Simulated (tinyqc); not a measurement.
Hot carriers by balance equations with a heated Maxwellian: one step, computed by the program tinyqc. Command: `OMP_NUM_THREADS=1 python tinyqc.py 3003356 3003357 out.jsonl hot walk`. One thread of a shared host (Intel(R) Xeon(R) Processor @ 2.30GHz), about 0.01 s of CPU time with the checks.

The carriers follow a Maxwellian at an electron temperature T_e, slightly displaced; the drift energy is neglected against k_B T_e. The balance averages the rate, not the time, so mu_0 lies below the relaxation-time value.

Problem. Equilibrium values. Parabolic band: E = hbar^2 k^2/(2 m), speed v = hbar k/m, states per spin, volume and energy g(E) = m k/(2 pi^2 hbar^2). Masses are multiplied by m_0 and all formulas are in SI units. Phonon occupation N_q = 1/(exp(hbar w/(k_B T)) - 1). Acoustic deformation potential (elastic, equipartition, absorption and emission together): 1/tau = 2 pi k_B T D_A^2 g(E)/(hbar rho v_l^2). Optical or intervalley deformation potential: 1/tau = (pi Z_f D_o^2/(rho w)) [N_q g(E + hbar w) + (N_q + 1) g(E - hbar w)], with g = 0 below the band edge. Averages over the Maxwellian, <y> = int y x^(1/2) exp(-x) dx / int x^(1/2) exp(-x) dx with x = E/(k_B T_e), split at x_0 = hbar w/(k_B T_e): 64 Gauss-Legendre points in sqrt(x) below it and 128 in sqrt(x - x_0) above it, up to x = 32. Momentum balance: mu(T_e) = e/(m nu), nu = <x (sum of rates)>/<x>. Power lost per carrier: P(T_e) = hbar w <emission rate - absorption rate> + <(2 m v_l^2/(k_B T)) (E - 2 k_B T) acoustic rate>. Energy relaxation time at weak heating: tau_E = (3/2) k_B / (dP/dT_e), the derivative by a central difference of +/- 0.5 K at T_e = T.

Inputs (values chosen for the exercise, modelled on electrons in germanium):
```
quantity,value,unit
effective mass m,0.218,m_0
density rho,5323,kg/m^3
sound velocity v_l,5240,m/s
acoustic deformation potential D_A,11,eV
phonon energy hbar w,30.6,meV
optical or intervalley deformation potential D_o,4.4,1e8 eV/cm
final valleys Z_f,3,-
lattice temperature T,100,K
```

Band: parabolic. Solver: damped fixed point.

Constants: k_B = 8.617333262e-05 eV/K; k_B = 1.380649e-23 J/K; e = 1.602176634e-19 C; hbar = 1.054571817e-34 J s; m_0 = 9.1093837015e-31 kg; hbar = 6.582119569e-16 eV s.

Give: low-field mobility mu_0; energy relaxation time tau_E.

Solution.

low-field mobility mu_0 = 12557 cm^2/(V s)

energy relaxation time tau_E = 4.6510 ps

tau_E is 2.99 times the momentum relaxation time m mu_0/e: energy is lost more slowly than direction, which is why carriers heat.
